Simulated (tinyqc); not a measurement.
Signal and retention of a DRAM cell: one step of the calculation.

A stored one starts at Vd and leaks: Cs dV/dt = -I(V), I = a sqrt((V + Vb)/(Vd + Vb)) + b, with a = Ig exp[-(Eg1 q/kB)(1/T - 1/T0)] (generation in a depletion layer) and b = Is exp[-(Es q/kB)(1/T - 1/T0)]. The bit line is precharged to Vd/2, and charge sharing gives the signal (V - Vd/2) Cs/(Cs + Cb).

Question. Retention time. With s = sqrt((Vc + Vb)/(Vd + Vb)), the time from Vd to Vc is t = [2 Cs (Vd + Vb)/a] [1 - s - (b/a) ln((a + b)/(a s + b))].

Values chosen for this exercise: array voltage Vd = 1.3 V; cell capacitance Cs = 19 fF; built-in plus back-bias voltage of the storage junction Vb = 1.18 V; junction leakage at V = Vd and T0 Ig = 4.9 fA; voltage-independent leakage at T0 Is = 0.12 fA; activation energy of Is Es = 0.45 eV; reference temperature T0 = 358 K; temperature T = 378 K; activation energy of Ig Eg1 = 0.55 eV.

Constants: q = 1.602176634e-19 C, kB = 1.380649e-23 J/K. Results are converted to the units shown.

Vc = 0.83310526 V

Give: a; b; retention time; estimate with the current held at a + b.

Answer.

a = 12.59 fA
b = 0.2596 fA
retention time = 0.7258 s
estimate with the current held at a + b = 0.6906 s

Range of the model: Real arrays also hold a tail of unusually leaky cells and cells whose retention varies in time, which this model lacks.

tinyqc, about 0.01 s, one thread, Intel Xeon 2.30GHz (shared host): `OMP_NUM_THREADS=1 python tinyqc.py 2130025 2130026 out.jsonl`
